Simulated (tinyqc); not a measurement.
Inside a calculation. Method: coherent transport through a tight-binding region between two chains. Computed by tinyqc, a small Python program that keeps every step. Settings: temperature = 77, mu = 0.04. Command: `OMP_NUM_THREADS=1 python tinyqc.py 20926 20927 out.jsonl` (the two numbers bound the seeds that draw the settings). One thread of a shared host (Intel(R) Xeon(R) Processor @ 2.60GHz), about 0.09 s of CPU time with the checks.

## Transmission at E = -0.81 eV

H of the central region (eV), lower triangle:
```
           1          2          3         4
1   0.000000
2  -0.540000   0.000000
3   0.000000  -0.680000   0.000000
4   0.000000   0.000000  -0.940000  0.000000
```

Leads: semi-infinite chains with site energy 0:
```
parameter                           value
lead hopping t (eV)              1.010000
coupling to the left lead (eV)   1.500000
coupling to the right lead (eV)  0.350000
left contact site                       1
right contact site                      4
```

E = -0.810000 eV

Surface Green function g = (E - i sqrt(4 t^2 - E^2)) / (2 t^2); self-energy tc^2 g on each contact site; G = (E - H - Sigma)^(-1); Gamma = -2 Im Sigma; T = Gamma_L Gamma_R |G_LR|^2; local density of states -Im G_ii / pi.

g = -0.397020-0.907012i 1/eV

G (1/eV), lower triangle:
```
                     1                    2                   3                   4
1   0.050609-0.474981i
2   0.048990-0.117997i  -0.453492-0.166943i
3   0.018166+0.236636i   0.891495-0.105155i  1.047502-0.313175i
4  -0.019786+0.289269i   1.096262+0.030155i  1.321553-0.193794i  0.345745-0.188807i
```

local density of states (1/eV): 0.151191  0.053140  0.099687  0.060099

transmission = 0.076249

## Transmission across the band

The same steps on a grid of energies.

T(E):
```
E (eV)              T
-1.91900000  0.001179
-1.72710000  0.003508
-1.53520000  0.012304
-1.34330000  0.080968
-1.15140000  0.848418
-0.95950000  0.126505
-0.76760000  0.071595
-0.57570000  0.072467
-0.38380000  0.112323
-0.19190000  0.290703
0.00000000   0.879665
0.19190000   0.290703
0.38380000   0.112323
0.57570000   0.072467
0.76760000   0.071595
0.95950000   0.126505
1.15140000   0.848418
1.34330000   0.080968
1.53520000   0.012304
1.72710000   0.003508
1.91900000   0.001179
```

levels of the isolated region (eV): -1.208833  -0.419909  0.419909  1.208833

## Current

I = (2e/h) int T(E) [f(E - mu - V/2) - f(E - mu + V/2)] dE at 77 K with mu = 0.04 eV, the bias not changing H; 2e^2/h = 77.48092 microsiemens; the integral runs over the band on 4001 points.

Current:
```
V (volt)  I (microampere)
0.010000         0.620486
0.050000         3.081181
0.100000         6.032258
0.200000        11.130517
0.400000        17.588407
0.800000        23.011853
```
